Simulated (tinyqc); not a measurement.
Capacitance measurement on a leaky thin oxide: effects of series resistance and leakage: one step of the calculation.

The device is a capacitance C in parallel with a leakage conductance G, in series with Rs and Ls. An impedance meter reports either a parallel pair (Cp, Gp) from Y = 1/Z = Gp + i w Cp or a series pair (Cs, Rm) from Z = Rm + 1/(i w Cs); w = 2 pi f, dissipation D = Gp/(w |Cp|).

Problem. True capacitance and conductance. EOT = 3.9 tox/eox; CET = EOT + zc + zp; C = 3.9 eps0 A/CET; G = Jg A/Vs.

Inputs (values chosen for the exercise); values of the order met in thin-oxide MOS capacitors:
- eox = 3.9 (relative permittivity of the gate insulator (close to silicon dioxide))
- tox = 1.2 nm (insulator thickness)
- A = 100 um^2 (gate area)
- zc = 0.27 nm (oxide-equivalent thickness added by the accumulation layer)
- zp = 0 nm (oxide-equivalent thickness added by gate depletion)
- Jg = 1 A/cm^2 (gate leakage current density, not matched to the thickness)
- Vs = 0.28 V (voltage for an e-fold rise of the leakage)

Constants: eps0 = 8.8541878128e-14 F/cm where lengths are in cm. Results are converted to the units shown.

Give: EOT; CET; C; G.

Solution.

EOT = 1.2000 nm
CET = 1.4700 nm
C = 2.3491 pF
G = 3.5714 uS

Computed by the program tinyqc: `OMP_NUM_THREADS=1 python tinyqc.py 2022106 2022107 out.jsonl`, one thread of a shared Intel Xeon 2.30GHz, about 0.01 s for the whole run.
